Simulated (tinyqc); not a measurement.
# p-n heterojunction, non-linear Poisson equation by Newton steps, Fermi-Dirac statistics: what changes with what

One dimension, material 1 (p-type) at x < 0 and material 2 (n-type) at x > 0. Band edges: Ec = -psi in material 1 and -psi + dEc in material 2, Ev = Ec - Eg. Flat quasi-Fermi levels: 0 for holes, +V for electrons. n = Nc F((EFn - Ec)/Vt), p = Nv F((Ev - EFp)/Vt), with F(eta) = F_1/2(eta) = (2/sqrt(pi)) int_0^infinity sqrt(u) du/(1 + exp(u - eta)) (Fermi-Dirac statistics); full ionisation, no interface charge, classical densities; the doping types are chosen for the exercise.

Values chosen for this exercise; band and dielectric values close to those of crystalline and amorphous silicon: temperature T = 400 K; band gap of material 1 Eg1 = 1.1 eV; relative permittivity of material 1 er1 = 11.7; conduction-band density of states of material 1 Nc1 = 4.31e19 cm^-3; valence-band density of states of material 1 Nv1 = 4.11e19 cm^-3; band gap of material 2 Eg2 = 1.75 eV; relative permittivity of material 2 er2 = 11.8; conduction-band density of states of material 2 Nc2 = 1.55e20 cm^-3; valence-band density of states of material 2 Nv2 = 1.55e20 cm^-3; conduction-band offset Ec2 - Ec1 dEc = 0.15 eV; acceptor density of material 1 N1 = 3e18 cm^-3; donor density of material 2 N2 = 3e18 cm^-3; bias of side 1 against side 2 V = -0.4 V.

Constants: q = 1.602176634e-19 C, kB = 1.380649e-23 J/K, Vt = kB T/q, eps0 = 8.8541878128e-14 F/cm where lengths are in cm. Results are converted to the units shown.

Each table varies one quantity; the others keep the values above.

## Effect of the donor density of material 2

Exact first integral: on each side D^2/(2 eps0 er) = G, G = q [Vt (nI_j - nI_b) + Vt (pI_j - pI_b) - C (psi_j - psi_b)], with C = -N1 or +N2, b the neutral end of that side, and nI, pI the densities with F_1/2 replaced by F_3/2(eta) = (4/(3 sqrt(pi))) int_0^infinity u^(3/2) du/(1 + exp(u - eta)). D is continuous, so er1 G1(psi_j) = er2 G2(psi_j) fixes psi_j. Ends from Nv1 F((-psi_L - Eg1)/Vt) = N1 and Nc2 F((V + psi_R - dEc)/Vt) = N2. D is counted positive when psi rises towards material 2. Depletion (Anderson) capacitance C^2 = q eps0 er1 er2 N1 N2/(2 (er1 N1 + er2 N2)(psi_R - psi_L)). -dD/dV is the change of the displacement at the interface with both quasi-Fermi levels flat; it is the terminal capacitance only while neither side holds an inversion layer. n_j and p_j are densities at the interface.

Result of one run:

| N2 (cm^-3) | psi_R - psi_L (V) | psi_j - psi_L (V) | psi_R - psi_j (V) | D/q (cm^-2) | n_j in 1 (cm^-3) | p_j in 2 (cm^-3) | -dD/dV (nF/cm^2) | depletion C (nF/cm^2) |
|---|---|---|---|---|---|---|---|---|
| 1.1e19 | 1.470 | 1.137 | 0.3330 | 6.540e12 | 1.549e16 | 0.02728 | 373.6 | 365.1 |

What becomes of these results when the donor density of material 2 N2 is changed from 1.1e19 to 8.3e17 cm^-3, all else the same?

Result of the changed run:

| N2 (cm^-3) | psi_R - psi_L (V) | psi_j - psi_L (V) | psi_R - psi_j (V) | D/q (cm^-2) | n_j in 1 (cm^-3) | p_j in 2 (cm^-3) | -dD/dV (nF/cm^2) | depletion C (nF/cm^2) |
|---|---|---|---|---|---|---|---|---|
| 8.3e17 | 1.380 | 0.3209 | 1.060 | 3.331e12 | 8.023e5 | 5.267e8 | 203.5 | 198.4 |

The whole series:

| N2 (cm^-3) | psi_R - psi_L (V) | psi_j - psi_L (V) | psi_R - psi_j (V) | D/q (cm^-2) | n_j in 1 (cm^-3) | p_j in 2 (cm^-3) | -dD/dV (nF/cm^2) | depletion C (nF/cm^2) |
|---|---|---|---|---|---|---|---|---|
| 1.5e17 | 1.321 | 0.09274 | 1.229 | 1.528e12 | 1070 | 3.950e11 | 97.26 | 95.10 |
| 3.5e17 | 1.351 | 0.1696 | 1.181 | 2.288e12 | 9939 | 4.252e10 | 142.9 | 139.3 |
| 8.3e17 | 1.380 | 0.3209 | 1.060 | 3.331e12 | 8.023e5 | 5.267e8 | 203.5 | 198.4 |
| 2e18 | 1.411 | 0.5742 | 0.8367 | 4.574e12 | 1.247e9 | 3.390e5 | 273.2 | 266.4 |
| 4.6e18 | 1.440 | 0.8670 | 0.5727 | 5.682e12 | 6.097e12 | 69.31 | 332.2 | 324.1 |
| 1.1e19 | 1.470 | 1.137 | 0.3330 | 6.540e12 | 1.549e16 | 0.02728 | 373.6 | 365.1 |
| 2.5e19 | 1.500 | 1.310 | 0.1901 | 7.104e12 | 2.258e18 | 1.837e-4 | 361.7 | 385.2 |
| 6e19 | 1.533 | 1.409 | 0.1240 | 8.312e12 | 3.145e19 | 1.041e-5 | 235.5 | 393.4 |

As N2 goes from 1.5e17 to 6e19, the total bending rises from 1.32 to 1.53 V and the sheet charge D/q rises from 1.53e12 to 8.31e12 cm^-2; the share of the bending in material 1 rises from 7.02 to 91.9 %. The capacitance departs most from the depletion formula at N2 = 6e19, where it is 40 % below it, and there the electrons at the interface in material 1 outnumber its acceptors: an inversion layer has formed.

## Effect of the bias of side 1 against side 2

Same model as above.

Effect of the bias of side 1 against side 2:

| V (V) | psi_R - psi_L (V) | psi_j - psi_L (V) | psi_R - psi_j (V) | D/q (cm^-2) | n_j in 1 (cm^-3) | p_j in 2 (cm^-3) | -dD/dV (nF/cm^2) | depletion C (nF/cm^2) |
|---|---|---|---|---|---|---|---|---|
| 0.3 | 0.7249 | 0.3640 | 0.3609 | 3.573e12 | 1.848e15 | 1.509e8 | 436.6 | 415.3 |
| -0.17 | 1.195 | 0.6000 | 0.5949 | 4.682e12 | 2.083e12 | 1.604e5 | 333.3 | 323.4 |
| -0.64 | 1.665 | 0.8360 | 0.8289 | 5.575e12 | 2.346e9 | 170.5 | 279.9 | 274.0 |
| -1.11 | 2.135 | 1.072 | 1.063 | 6.343e12 | 2.643e6 | 0.1812 | 246.0 | 242.0 |
| -1.59 | 2.615 | 1.313 | 1.302 | 7.042e12 | 2577 | 1.665e-4 | 221.6 | 218.6 |
| -2.06 | 3.085 | 1.549 | 1.536 | 7.664e12 | 2.903 | 1.770e-7 | 203.6 | 201.3 |
| -2.53 | 3.555 | 1.785 | 1.770 | 8.240e12 | 0.003270 | 1.882e-10 | 189.4 | 187.5 |
| -3 | 4.025 | 2.021 | 2.004 | 8.778e12 | 3.684e-6 | 2.000e-13 | 177.8 | 176.2 |

As V goes from 0.3 to -3, the total bending rises from 0.725 to 4.02 V and the sheet charge D/q rises from 3.57e12 to 8.78e12 cm^-2; the share of the bending in material 1 stays near 50.2 %. The capacitance departs most from the depletion formula at V = 0.3, where it is 5.1 % above it.

Computed by the program tinyqc: `OMP_NUM_THREADS=1 python tinyqc.py 2040153 2040154 out.jsonl`, one thread of a shared Intel Xeon 2.30GHz, about 0.2 s for the whole run.
